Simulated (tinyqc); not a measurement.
Effective work function and flat-band voltage of a metal/high-k/SiO2/Si stack with a dipole layer: one step. The dipole density for a target. Three cases, with inputs chosen for the exercise.

Question. Nd = (Wt - WM - shifts) ed/(4 pi e2 qd dd); compare with a monolayer of about 7e14 sites per cm^2.
Constants: e^2/(4 pi eps0) = 14.39964547 eV angstrom.

Give: step needed; Nd; share of a monolayer.

Case 1.

Values chosen (a stack on Si capped with an yttrium-like oxide; the results hold for these values, not for the real material):
- Wt = 4.13 eV (target work function)
- WM = 4.6 eV (work function of the metal on the high-k layer)
- qd = 0.32 e (charge of a dipole)
- dd = 1.6 angstrom (its length)
- ed = 11.8 (dielectric constant in the dipole layer)

shifts from the two charges (V): [-0.012260, -0.039110]

Answer.

step needed = -0.4186 eV
Nd = -5.33e+14 cm^-2
share of a monolayer = 76.2 %

The sign suits this cap; at this coverage dipoles depolarise each other, and the linear law overstates the step.

Case 2.

Values chosen (a stack on Si capped with a lanthanum-like oxide; the results hold for these values, not for the real material):
- Wt = 4.29 eV (target work function)
- WM = 4.71 eV (work function of the metal on the high-k layer)
- qd = 0.27 e (charge of a dipole)
- dd = 2.1 angstrom (its length)
- ed = 6 (dielectric constant in the dipole layer)

shifts from the two charges (V): [-0.020979, -0.037659]

Answer.

step needed = -0.3614 eV
Nd = -2.11e+14 cm^-2
share of a monolayer = 30.2 %

The sign suits this cap; at this coverage dipoles depolarise each other, and the linear law overstates the step.

Case 3.

Values chosen (a stack on Si capped with a lanthanum-like oxide; the results hold for these values, not for the real material):
- Wt = 5.08 eV (target work function)
- WM = 4.99 eV (work function of the metal on the high-k layer)
- qd = 0.48 e (charge of a dipole)
- dd = 2.4 angstrom (its length)
- ed = 5.5 (dielectric constant in the dipole layer)

shifts from the two charges (V): [-0.077960, -0.003899]

Answer.

step needed = 0.1719 eV
Nd = 4.53e+13 cm^-2
share of a monolayer = 6.5 %

The sign is opposite to what this cap gives, so another cap or metal is needed.

Computed by tinyqc, one run a case: `OMP_NUM_THREADS=1 python tinyqc.py N N+1 out.jsonl` with N = 1880606, 1880625, 1880853; one thread of a shared Intel(R) Xeon(R) Processor @ 2.30GHz, about 0.01 s a run at most.
